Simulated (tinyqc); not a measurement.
Worked calculation: UHF in the sto-3g basis, for H4, spin multiplicity 1. One step of it, computed by the program tinyqc.

Question. Iteration 1: building the Fock matrix. J_ij = sum D_kl (ij|kl) with D = D(alpha) + D(beta), K_ij = sum D_kl (ik|jl) for each spin; F = H + J - K(s); E = tr D H + tr D J / 2 - 0.5 sum_s tr D(s) K(s) + E_nn.

D(alpha) at the start:
```
           1H 1s      2H 1s      3H 1s      4H 1s
1H 1s   0.642303   0.236541  -0.002110  -0.407873
2H 1s   0.236541   0.144332   0.090099  -0.002110
3H 1s  -0.002110   0.090099   0.144332   0.236541
4H 1s  -0.407873  -0.002110   0.236541   0.642303
```

D(beta) at the start:
```
           1H 1s      2H 1s      3H 1s      4H 1s
1H 1s   0.144332   0.236541  -0.002110   0.090099
2H 1s   0.236541   0.642303  -0.407873  -0.002110
3H 1s  -0.002110  -0.407873   0.642303   0.236541
4H 1s   0.090099  -0.002110   0.236541   0.144332
```

core Hamiltonian H = T + V (hartree):
```
           1H 1s      2H 1s      3H 1s      4H 1s
1H 1s  -1.780412  -1.298868  -0.687232  -0.522528
2H 1s  -1.298868  -1.780412  -0.522528  -0.687232
3H 1s  -0.687232  -0.522528  -1.780412  -1.298868
4H 1s  -0.522528  -0.687232  -1.298868  -1.780412
```

Two-electron integrals (ij|kl) in chemists' order, unique and non-zero (hartree):
```
(11|11) 0.774606   (21|11) 0.395697   (21|21) 0.242968   (22|11) 0.537431
(22|21) 0.395697   (22|22) 0.774606   (31|11) 0.171615   (31|21) 0.093538
(31|22) 0.135282   (31|31) 0.055549   (32|11) 0.110480   (32|21) 0.069457
(32|22) 0.115617   (32|31) 0.036680   (32|32) 0.027329   (33|11) 0.374514
(33|21) 0.215042   (33|22) 0.325927   (33|31) 0.171615   (33|32) 0.115617
(33|33) 0.774606   (41|11) 0.115617   (41|21) 0.069457   (41|22) 0.110480
(41|31) 0.036680   (41|32) 0.027033   (41|33) 0.110480   (41|41) 0.027329
(42|11) 0.135282   (42|21) 0.093538   (42|22) 0.171615   (42|31) 0.044197
(42|32) 0.036680   (42|33) 0.135282   (42|41) 0.036680   (42|42) 0.055549
(43|11) 0.215042   (43|21) 0.132510   (43|22) 0.215042   (43|31) 0.093538
(43|32) 0.069457   (43|33) 0.395697   (43|41) 0.069457   (43|42) 0.093538
(43|43) 0.242968   (44|11) 0.325927   (44|21) 0.215042   (44|22) 0.374514
(44|31) 0.135282   (44|32) 0.110480   (44|33) 0.537431   (44|41) 0.115617
(44|42) 0.171615   (44|43) 0.395697   (44|44) 0.774606
```

nuclear repulsion = 2.71187813 hartree

Give: Coulomb J; exchange K(alpha); exchange K(beta); F(alpha); F(beta); total energy of this density.

Answer.

Coulomb J (hartree):
```
       1H 1s  2H 1s  3H 1s  4H 1s
1H 1s  2.015  1.226  0.612  0.452
2H 1s  1.226  2.015  0.452  0.612
3H 1s  0.612  0.452  2.015  1.226
4H 1s  0.452  0.612  1.226  2.015
```

exchange K(alpha) (hartree):
```
       1H 1s  2H 1s  3H 1s  4H 1s
1H 1s  0.684  0.476  0.205  0.143
2H 1s  0.476  0.456  0.209  0.205
3H 1s  0.205  0.209  0.456  0.476
4H 1s  0.143  0.205  0.476  0.684
```

exchange K(beta) (hartree):
```
       1H 1s  2H 1s  3H 1s  4H 1s
1H 1s  0.456  0.476  0.205  0.209
2H 1s  0.476  0.684  0.143  0.205
3H 1s  0.205  0.143  0.684  0.476
4H 1s  0.209  0.205  0.476  0.456
```

F(alpha) (hartree):
```
        1H 1s   2H 1s   3H 1s   4H 1s
1H 1s  -0.450  -0.548  -0.280  -0.214
2H 1s  -0.548  -0.221  -0.280  -0.280
3H 1s  -0.280  -0.280  -0.221  -0.548
4H 1s  -0.214  -0.280  -0.548  -0.450
```

F(beta) (hartree):
```
        1H 1s   2H 1s   3H 1s   4H 1s
1H 1s  -0.221  -0.548  -0.280  -0.280
2H 1s  -0.548  -0.450  -0.214  -0.280
3H 1s  -0.280  -0.214  -0.450  -0.548
4H 1s  -0.280  -0.280  -0.548  -0.221
```

total energy of this density = -2.01463 hartree
